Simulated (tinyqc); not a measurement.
Comparisons within one model: nanosheet or nanowire with hard walls, valleys of the Si type. A value that a table varies takes the place of the one given here.

Six ellipsoidal valleys along the cube axes: inverse mass tensor w = 1/mt + (1/ml - 1/mt) a a^T with a the unit axis. Device axes: x along the channel, z = [001], y = z x x.

Hard walls around a W x H rectangle. The block w_c of w in (y, z) confines; the transport mass follows from 1/m_x = w_xx - w_xc w_c^-1 w_cx. The cross-section problem c (w_yy ky^2 + 2 w_yz ky kz + w_zz kz^2), c = hbar^2/2m0, is solved in products sin(n pi y/W) sin(l pi z/H), n, l = 1 to 12; if w_yz = 0 the levels are c pi^2 (w_yy n^2/W^2 + w_zz l^2/H^2). The w_yz term couples (n, l) to (n', l') by -2 c w_yz D_nn'(W) D_ll'(H) with D_nm(L) = 4 n m/(L (n^2 - m^2)) for n + m odd and 0 otherwise.

Without degeneracy the line density is N1 exp((EF - Ec)/kB T) with N1 = sum 2 g sqrt(m_x kB T/(4 pi c)) exp(-E/kB T), here over n, l up to 80 where w_yz = 0 and over all levels of a 12 x 12 sine basis otherwise; the classical value is W H Nc with Nc = 2 g_all (m_dos kB T/(4 pi c))^(3/2), m_dos = (ml mt^2)^(1/3); dVt = kB T ln(W H Nc/N1).

Constants: hbar^2/2m0 = 3.80998211 eV angstrom^2; kB = 8.617333262e-05 eV/K.

Parameters, chosen for this exercise (near those of Si; the results hold for these values, not for the real material): ml = 0.914 m0 (longitudinal mass); mt = 0.191 m0 (transverse mass); T = 77 K (temperature); g_all = 6 (number of valleys); channel = 110 (transport direction x on a (001) wafer); H = 60 angstrom (height, along z = [001]); Ws = (25, 35, 50, 75, 110, 170, 260) angstrom (widths); W = 200 angstrom (width, along y).

## From wire to sheet

Valleys:
```
group  valleys g     w_yy     w_zz   |w_yz|  m_x (m0)
A              2  5.23560  1.09409  0.00000   0.19100
B              4  3.16485  5.23560  0.00000   0.55250
```

Lowest level of each group (groups ordered by w_zz, then w_yy) and dVt against the width.

Results:
```
W (angstrom)  A1 (eV)  B1 (eV)  dVt (mV)
25             0.3264   0.2451     228.1
35             0.1721   0.1518     136.9
50             0.0902   0.1023      82.9
75             0.0464   0.0758      44.5
110            0.0277   0.0645      28.5
170            0.0182   0.0588      21.6
260            0.0143   0.0564      19.1
```

How do the results move?

dVt falls from 228 to 19 mV. The lowest group changes from B to A between W = 35 and 50 angstrom (H = 60). At the widest W the lowest level is 0.0143 eV; the film limit c pi^2 w_zz/H^2 of that group is 0.0114 eV.

## Channel direction

The same rectangle along [100] and [110]; groups ordered by w_zz, then w_yy.

Lowest level of each group:
```
channel, group  valleys g   w_yy   w_zz  |w_yz|  m_x (m0)  E (eV)
[100] A                 2  5.236  1.094   0.000     0.191  0.0163
[100] B                 2  1.094  5.236   0.000     0.191  0.0557
[100] C                 2  5.236  5.236   0.000     0.914  0.0596
[110] A                 2  5.236  1.094   0.000     0.191  0.0163
[110] B                 4  3.165  5.236   0.000     0.552  0.0577
```

How do the results move?

The lowest subband has m_x = 0.191 m0 and 2 valleys along [100], and 0.191 m0 and 2 valleys along [110]; its edge lies at 0.0163 and 0.0163 eV. These valleys have their axis along z, so turning the channel in the wafer plane leaves them alone; only the higher groups change.

## What each parameter does

E1 and E2 are the two lowest subband edges over all groups. Each row changes one parameter from the base and keeps the others.

Results:
```
case              E1 (eV)  E2 - E1 (meV)  m_x of lowest (m0)  dVt (mV)
base               0.0163           14.8               0.191      20.4
W = 190 angstrom   0.0169           16.4               0.191      20.8
H = 54 angstrom    0.0190           14.8               0.191      22.5
T = 47 K           0.0163           14.8               0.191      17.2
ml = 1.005 m0      0.0153           14.8               0.191      19.7
mt = 0.21 m0       0.0159           13.4               0.210      20.1
```

What can be read from the table?

The largest shifts from the base row, up to three for each result and ties (the steps differ in size, so this ranks the rows, not the parameters). E1 (eV): H +0.0027, ml -0.0010, W +0.0005; unchanged at the printed digits by T. E2 - E1 (meV): W +1.6, mt -1.3; unchanged at the printed digits by H, T and ml. m_x of lowest (m0): mt +0.019; unchanged at the printed digits by W, H, T and ml. dVt (mV): T -3.2, H +2.0, ml -0.7.

tinyqc: `OMP_NUM_THREADS=1 python tinyqc.py 1281914 1281915 out.jsonl`; about 0.04 s, one thread, shared Intel(R) Xeon(R) Processor @ 2.30GHz.
